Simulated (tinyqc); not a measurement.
Superjunction drift layer against a plain one, charge balance: two steps of the calculation.

Alternating n and p pillars of equal width wp, doping N and length Lp. When depleted, the lateral field peaks at Ex = q N wp/(2 eps0 eps_r) at the pillar junctions and a uniform vertical field Ey is added; breakdown is taken where Ex^2 + Ey^2 = Ef^2. Only the n pillars conduct, narrowed by the zero-bias depletion. A first-order model: the field peaks at the pillar ends are left out.

Inputs (values chosen for the exercise); values close to those of 4H silicon carbide: relative permittivity of the semiconductor eps_r = 9.91; critical field at a doping of 1e16 cm^-3 E16 = 2.46 MV/cm; mobility at low doping mx = 987 cm^2/(V s); mobility at high doping mi = 38.8 cm^2/(V s); reference doping of the mobility Nr = 2e17 cm^-3; wanted breakdown voltage BV = 1800 V; width of each pillar wp = 0.8 um; critical field inside the pillars Ef = 2.2 MV/cm; lateral peak field as a share of Ef a = 0.56; built-in voltage of the pillar junctions Vb = 2.8 V.

Constants: q = 1.602176634e-19 C, eps0 = 8.8541878128e-14 F/cm where lengths are in cm. Results are converted to the units shown.

Question 1. Doping of the plain drift layer. Ec(N) = E16 (N/1e16 cm^-3)^(1/8); N(new) = eps0 eps_r Ec(N)^2/(2 q BV).

N at the start = 1e15 cm^-3

Find: Ec; N after iteration 1.

Answer 1.

Ec = 1.8447 MV/cm
N after iteration 1 = 5.1770e15 cm^-3

Question 2. Design of the pillars. Ex = a Ef gives N = 2 eps0 eps_r a Ef/(q wp); Ey = Ef sqrt(1 - a^2); Lp = BV/Ey; xd = sqrt(eps0 eps_r Vb/(q N)) on each side; Rsp = 2 Lp/(q mu(N) N (1 - 2 xd/wp)). mu(N) = mi + (mx - mi)/(1 + (N/Nr)^0.9).

Find: N; Ey; Lp; xd; Rsp.

Answer 2.

N = 1.6868e17 cm^-3
Ey = 1.8227 MV/cm
Lp = 9.8755 um
xd = 0.095346 um
Rsp = 0.17473 mohm cm^2

The pillars have an aspect ratio of 12.3. Their doping is 18.8 times, and their Rsp 0.158 times, that of the plain layer.

Computed by the program tinyqc: `OMP_NUM_THREADS=1 python tinyqc.py 2590014 2590015 out.jsonl`, one thread of a shared Intel Xeon 2.30GHz, about 0.01 s for the whole run.
